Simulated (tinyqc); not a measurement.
Bloch-Grueneisen resistivity of a metal: one step, computed by the program tinyqc. Command: `OMP_NUM_THREADS=1 python tinyqc.py 3010374 3010375 out.jsonl bg walk`. One thread of a shared host (Intel(R) Xeon(R) Processor @ 2.30GHz), about 0.01 s of CPU time with the checks.

Electrons scatter from a Debye spectrum of phonons (n = 5 for scattering within one band, n = 3 for scattering into a second, heavy band) and from static defects.

Problem. Total resistivity and derived numbers. J_n(y) = int_0^y x^n e^x/(e^x - 1)^2 dx, by 96 Gauss-Legendre points (upper limit at most 60). rho_ph = (n - 1) rho_1 (T/Theta)^n J_n(Theta/T), with rho_1 = 2 pi lambda_tr k_B Theta/(hbar eps_0 w_p^2), the high-temperature line at T = Theta. Matthiessen's rule: rho = rho_0 + rho_ph. Temperature coefficient (1/rho) d rho/dT by a central difference of +/- 0.5 K; residual ratio rho(295 K)/rho(4.2 K); scattering time tau = 1/(eps_0 w_p^2 rho); Wiedemann-Franz kappa = L_0 T/rho, L_0 = (pi^2/3)(k_B/e)^2.

Inputs (values chosen for the exercise, modelled on molybdenum):
```
quantity                      value         unit
exponent n                        5            -
Debye temperature Theta         370            K
transport coupling lambda_tr   0.34            -
Drude plasma energy hbar w_p    8.1           eV
residual resistivity rho_0      0.1  microohm cm
temperature T                   295            K
```

Addition: none.

Constants: k_B = 1.380649e-23 J/K; hbar = 1.054571817e-34 J s; eps_0 = 8.8541878128e-12 F/m; hbar = 6.582119569e-16 eV s; k_B = 8.617333262e-05 eV/K.

Give: resistivity rho; temperature coefficient; residual resistance ratio; scattering time; Wiedemann-Franz conductivity.

Solution.

resistivity rho = 5.7456 microohm cm

temperature coefficient = 3.8958 1e-3/K

residual resistance ratio = 57.456

scattering time = 12.980 fs

Wiedemann-Franz conductivity = 125.43 W/(m K)

The coefficient is 1.15 times 1/T; it exceeds 1/T because the phonon part, extended linearly, meets zero above T = 0.
